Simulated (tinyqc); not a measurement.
Planar metal-insulator-metal capacitor: capacitance, non-linearity, leakage and relaxation: one step of the calculation.

A film between two metal electrodes, each interface adding a series capacitance ci. The small-signal permittivity is ek (1 + aq E^2); the field is found with the linear permittivity. Leakage J = J0 sinh(E/Ef). After a voltage step the film passes a relaxation current kr C V tt^(-nr), tt being the time in seconds.

Problem. Planar capacitance, field and non-linearity. Planar film: Cf = eps0 ek/t, 1/C = 1/Cf + 2/ci, EOT = 3.9 eps0/C, effective permittivity C t/eps0, E = (V/t) C/Cf; quadratic coefficient [C(V)/C - 1]/V^2 with Cf (1 + aq E^2) in C(V).

Inputs (values chosen for the exercise); permittivity of the order of that of titanium dioxide:
- ek = 87.6 (relative permittivity of the film)
- t = 13 nm (film thickness)
- ci = 1000 uF/cm^2 (capacitance of each electrode interface (dead layer and screening))
- aq = 0.016 cm^2/MV^2 (quadratic field coefficient of the permittivity)
- V = 1.5 V (bias)
- J0 = 1.2e-10 A/cm^2 (leakage prefactor)
- Ef = 0.31 MV/cm (field for an e-fold rise of the leakage)

Constants: eps0 = 8.8541878128e-14 F/cm where lengths are in cm. Results are converted to the units shown.

Wanted: Cf; C; EOT; effective permittivity; E; quadratic coefficient; J.

Solution.

Cf = 5.9664 uF/cm^2
C = 5.8960 uF/cm^2
EOT = 0.58567 nm
effective permittivity = 86.567
E = 1.1402 MV/cm
quadratic coefficient = 9134.2 ppm/V^2
J = 2.3730e-9 A/cm^2

The interfaces take 1.18 % of the voltage.

tinyqc, about 0.01 s, one thread, Intel Xeon 2.30GHz (shared host): `OMP_NUM_THREADS=1 python tinyqc.py 2102017 2102018 out.jsonl`
